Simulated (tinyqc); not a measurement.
Modulation-doped quantum well, Poisson-Schroedinger loop with local exchange and correlation: one step of the calculation.

A well of width L centred at z = 0 between barriers Vb; effective-mass electrons, parabolic bands. The electrons come from donor sheets outside the mesh, a share fL of Ns on the left and the rest on the right, so the structure is neutral. Energies are counted from the band edge of the well, with U = 0 on the first node in the Hartree part.

Task. Fermi level and occupations. Level k holds N_k = D_k Vt ln(1 + exp((EF - E_k)/Vt)) with D = md m0 q/(pi hbar^2) per eV (spin included); EF is fixed by sum N_k = Ns.

Inputs (values chosen for the exercise); material values those of a made-up well: temperature T = 77 K; in-plane mass md = 0.0284 m0; sheet density of electrons Ns = 2.3e12 cm^-2.

Constants: q = 1.602176634e-19 C, kB = 1.380649e-23 J/K, hbar = 1.054571817e-34 J s, m0 = 9.1093837015e-31 kg, Vt = kB T/q. Results are converted to the units shown.

levels (eV): E1 0.03271058, E2 0.21825673

Find: EF; N_k.

Result.

EF = 0.22067 eV
N_k (cm^-2): E1 2.2298e12, E2 7.0157e10

Computed by the program tinyqc: `OMP_NUM_THREADS=1 python tinyqc.py 2140064 2140065 out.jsonl`, one thread of a shared Intel Xeon 2.30GHz, about 0.1 s for the whole run.
